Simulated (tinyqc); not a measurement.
Heavy doping: gap narrowing, degeneracy and the minority density: one step. Two estimates of the size. Three cases, with inputs chosen for the exercise.

Task: Evaluate both at N.

F_j(eta) = (1/Gamma(j + 1)) integral_0^infinity x^j dx/(1 + exp(x - eta)), which tends to exp(eta) for eta << 0.

Two physical estimates, e2 = e^2/(4 pi eps0), N in 1/angstrom^3: exchange shift at the Fermi level, Ex = (e2/eps) kF/pi with kF = (3 pi^2 N/Mv)^(1/3); screened-pair energy (Lanyon-Tuft), Es = (3/4)(e2/eps) qs with qs^2 = (4 pi e2 N/(eps kT)) F_-1/2(eta)/F_1/2(eta).

Constants: e^2/(4 pi eps0) = 14.39964547 eV angstrom; kB = 8.617333262e-05 eV/K.

Give: kF; Ex; Es.

Case 1.

Values chosen (gap and densities of states near those of GaAs at this temperature; narrowing constants of the size fitted for Si, not for this material; not measured data): N = 3e+17 1/cm^3 (ionised donors, equal to the majority density); eps = 12.8 (dielectric constant); Mv = 1 (majority valleys); T = 400 K.

eta = -0.612836
dEg (empirical fit) = 22.0235 meV

Result:

kF = 0.02071 1/angstrom
Ex = 7.42 meV
Es = 8.69 meV

Against the fitted dEg = 22.0 meV, Ex is 0.34 and Es 0.39 times as large; each keeps one mechanism only, and Ex assumes a strongly degenerate gas, while here eta is only -0.61.

Case 2.

Values chosen (gap and densities of states near those of Ge at this temperature; narrowing constants of the size fitted for Si, not for this material; not measured data): N = 1.4e+18 1/cm^3 (ionised donors, equal to the majority density); eps = 16.3 (dielectric constant); Mv = 4 (majority valleys); T = 450 K.

eta = -2.581942
dEg (empirical fit) = 40.2591 meV

Result:

kF = 0.02180 1/angstrom
Ex = 6.13 meV
Es = 13.10 meV

Against the fitted dEg = 40.3 meV, Ex is 0.15 and Es 0.33 times as large; each keeps one mechanism only, and Ex assumes a strongly degenerate gas, while here eta is only -2.58.

Case 3.

Values chosen (gap and densities of states near those of Si at this temperature; narrowing constants near the fits for Si; not measured data): N = 5.4e+18 1/cm^3 (ionised acceptors, equal to the majority density); eps = 11.6 (dielectric constant); Mv = 1 (majority valleys); T = 300 K.

eta = -0.539109
dEg (empirical fit) = 47.6256 meV

Result:

kF = 0.05428 1/angstrom
Ex = 21.45 meV
Es = 49.11 meV

Against the fitted dEg = 47.6 meV, Ex is 0.45 and Es 1.03 times as large; each keeps one mechanism only, and Ex assumes a strongly degenerate gas, while here eta is only -0.54.

Computed by tinyqc, one run a case: `OMP_NUM_THREADS=1 python tinyqc.py N N+1 out.jsonl` with N = 1652673, 1652699, 1652727; one thread of a shared Intel(R) Xeon(R) Processor @ 2.30GHz, about 0.05 s a run at most.
